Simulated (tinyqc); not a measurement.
Threshold-voltage variability of a planar MOSFET, analytic estimates: two steps of the calculation.

Three independent sources add in quadrature: random dopants in the depleted layer, metal-gate grains of two orientations, and roughness of the two gate edges acting through the roll-off VT = VT(long) - Vr exp(-L/l). These are first-order estimates: no three-dimensional electrostatics, no percolation.

Values chosen for this exercise; material values close to those of silicon: temperature T = 400 K; gate length L = 20 nm; gate width W = 86 nm; metal grain size G = 15 nm; work-function difference of the two grain orientations dW = 0.2 eV; share of the orientation of higher work function p = 0.6; rms roughness of one gate edge De = 1.8 nm; correlation length of the roughness La = 15 nm; decay length of the threshold roll-off l = 4.3 nm; prefactor of the roll-off Vr = 1.9 V; subthreshold factor n = 1.13; gm/I of a matched pair gI = 8 1/V; spread of the gain factor of one device sb = 1.9 %.

Constants: q = 1.602176634e-19 C, kB = 1.380649e-23 J/K, Vt = kB T/q. Results are converted to the units shown.

Problem 1. Metal grains and edge roughness. Grains: Ng = L W/G^2 (at least 1), s2 = dW sqrt(p (1 - p)/Ng). Edges, with exponential correlation and u = W/La: the mean gate length has sL^2 = 2 De^2 (2/u)[1 - (1 - exp(-u))/u]; s3 = sL (Vr/l) exp(-L/l).

Give: Ng; s2; sL; dVT/dL; s3.

Solution 1.

Ng = 7.644
s2 = 35.44 mV
sL = 1.367 nm
dVT/dL = 4.220 mV/nm
s3 = 5.767 mV

Problem 2. Total spread, mismatch and leakage. s = sqrt(s1^2 + s2^2 + s3^2). For a pair: s(dVT) = sqrt(2) s; current mismatch sqrt(2) sqrt((gI s)^2 + sb^2); input offset = current mismatch/gI. For a Gaussian VT the off current is log-normal with mean/median = exp(s^2/(2 (n Vt)^2)).

s1 = 38.356425 mV
s2 = 35.437465 mV
s3 = 5.7668424 mV

Give: s; s(dVT); current mismatch; input offset; mean/median of Ioff.

Solution 2.

s = 52.538 mV
s(dVT) = 74.301 mV
current mismatch = 59.501 %
input offset = 74.376 mV
mean/median of Ioff = 2.4836

Computed by the program tinyqc: `OMP_NUM_THREADS=1 python tinyqc.py 2090091 2090092 out.jsonl`, one thread of a shared Intel Xeon 2.30GHz, about 0.01 s for the whole run.
